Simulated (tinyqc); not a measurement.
Berg model of reactive sputtering of a nitride or oxide: poisoning, hysteresis and pumping speed. Changing the reactive partial pressure P. Computed by tinyqc, a small Python program. Command: `OMP_NUM_THREADS=1 python tinyqc.py 3027828 3027829 out.jsonl berg sweep`. One thread of a shared host (Intel(R) Xeon(R) Processor @ 2.30GHz), about 0.02 s of CPU time with the checks.

A diatomic gas reacts with bare metal on the target and on the collecting surfaces; ions remove metal and compound from the target. theta_t and theta_c are the compound fractions.

Inputs (values chosen for the exercise, close to those used for aluminium oxide):

| quantity | value | unit |
|---|---|---|
| ion current density J | 56 | mA/cm^2 |
| target area A_t | 290 | cm^2 |
| collecting area A_c | 4500 | cm^2 |
| metal yield Y_m | 0.96 | - |
| compound yield Y_c | 0.041 | - |
| sticking coefficient alpha | 0.44 | - |
| reactive atoms per metal atom z | 1.5 | - |
| gas mass M | 32 | u |
| pumping speed S | 320 | l/s |
| gas temperature T | 300 | K |

Constants: e = 1.602176634e-19 C; u = 1.6605390666e-27 kg; k_B = 1.380649e-23 J/K.

Method. Ion flux j = J/e; gas flux F = P/sqrt(2 pi M k_B T). Target: (2/z) alpha F (1 - theta_t) = j Y_c theta_t. Sputtered flows F_c = j Y_c theta_t A_t, F_m = j Y_m (1 - theta_t) A_t. Collector: (2/z) alpha F (1 - theta_c) A_c + F_c (1 - theta_c) = F_m theta_c. Gas use Q = alpha F [(1 - theta_t) A_t + (1 - theta_c) A_c] + P S/(k_B T); 1 sccm = 4.4780e17 molecules/s. Rate R = F_m + F_c, given relative to j Y_m A_t.

One run for each value:

| reactive partial pressure P (Pa) | total flow Q (sccm) | rate relative to clean metal | theta_t | theta_c |
|---|---|---|---|---|
| 5.00e-04 | 6.16 | 0.9501 | 0.0522 | 0.0392 |
| 1.10e-03 | 12.88 | 0.8966 | 0.1080 | 0.0869 |
| 2.30e-03 | 24.20 | 0.8066 | 0.2020 | 0.1811 |
| 5.00e-03 | 40.75 | 0.6601 | 0.3550 | 0.3707 |
| 1.10e-02 | 51.99 | 0.4757 | 0.5477 | 0.6462 |
| 2.30e-02 | 47.83 | 0.3137 | 0.7169 | 0.8579 |
| 5.00e-02 | 38.33 | 0.1899 | 0.8463 | 0.9599 |
| 1.10e-01 | 37.66 | 0.1157 | 0.9237 | 0.9906 |
| 2.30e-01 | 52.54 | 0.0791 | 0.9620 | 0.9977 |
| 5.00e-01 | 96.00 | 0.0598 | 0.9822 | 0.9995 |

Over the rows, total flow Q (sccm) lies between 6.16 and 96.0 without a single trend; rate relative to clean metal falls from 0.950 to 0.0598 (exponent d ln y / d ln x -0.073 between the first rows and -0.36 between the last); theta_t rises from 0.0522 to 0.982 (exponent d ln y / d ln x 0.92 between the first rows and 0.027 between the last). Where Q falls as P rises the target is poisoning and the metal that getters the gas dwindles; that stretch is unstable under flow control.

Caution (rows 0.0230, 0.0500): here dQ/dP is negative, a branch that flow control cannot hold.

Extremes, crossings and ranges named in words are read from the listed rows.
